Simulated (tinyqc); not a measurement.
Closing and inverting the gap: three-level Kane dispersion of a narrow-gap semiconductor.

Zero of energy at Gamma8, c = hbar^2/2m0, P^2 = Ep c. The free-electron term and remote bands are left out, so the heavy holes are flat at E = 0 and the other three bands obey E (E - Eg)(E + Dso) = P^2 k^2 (E + 2 Dso/3). The conduction band is the highest root; its edge is Ec = max(Eg, 0).

Constants: hbar^2/2m0 = 3.80998211 eV angstrom^2.

Inputs chosen for the exercise (out of a larger set: near those of GaSb; not measured data):

| symbol | value | unit | meaning |
|---|---|---|---|
| Dso | 0.73 | eV | spin-orbit splitting |
| Ep | 25.7 | eV | Kane energy |
| k | 0.005 | 1/angstrom | wave vector |

Eg is varied at fixed k, Dso and Ep. Edge mass: Eg (Eg + Dso)/(Ep (Eg + 2 Dso/3)) for Eg > 0, 3 |Eg|/(2 Ep) for Eg < 0. The Gamma6 weight of the conduction state is 1/(1 + P^2 k^2 [(2/3)/E^2 + (1/3)/(E + Dso)^2]).

Results:

| Eg (eV) | m0* | highest root (eV) | middle (eV) | lowest (eV) | E - Ec (meV) | Gamma6 weight |
|---|---|---|---|---|---|---|
| -0.300 | 0.01751 | 0.0054 | -0.3035 | -0.7319 | 5.4 | 0.017 |
| -0.150 | 0.00875 | 0.0103 | -0.1588 | -0.7314 | 10.3 | 0.061 |
| -0.060 | 0.00350 | 0.0205 | -0.0793 | -0.7312 | 20.5 | 0.205 |
| -0.015 | 0.00088 | 0.0340 | -0.0479 | -0.7311 | 34.0 | 0.415 |
| 0.015 | 0.00087 | 0.0492 | -0.0331 | -0.7311 | 34.2 | 0.597 |
| 0.060 | 0.00337 | 0.0811 | -0.0201 | -0.7310 | 21.1 | 0.800 |
| 0.150 | 0.00807 | 0.1610 | -0.0101 | -0.7309 | 11.0 | 0.940 |
| 0.300 | 0.01528 | 0.3061 | -0.0053 | -0.7308 | 6.1 | 0.982 |

What does the comparison show?

The edge mass vanishes with |Eg| from both sides, yet the kinetic energy at this k stays finite, at most 34.2 meV in the table; at Eg = 0 the two-level form, without the split-off band, gives the linear value sqrt(2/3) P k = 40.4 meV. The Gamma6 weight of the conduction state goes smoothly from 0.02 to 0.98 and is 0.41 and 0.60 in the two rows next to Eg = 0: at finite k nothing jumps at the inversion.

Run: tinyqc, `OMP_NUM_THREADS=1 python tinyqc.py 1080036 1080037 out.jsonl`; Intel(R) Xeon(R) Processor @ 2.30GHz, one thread, shared host; about 0.01 s of CPU time with all checks.
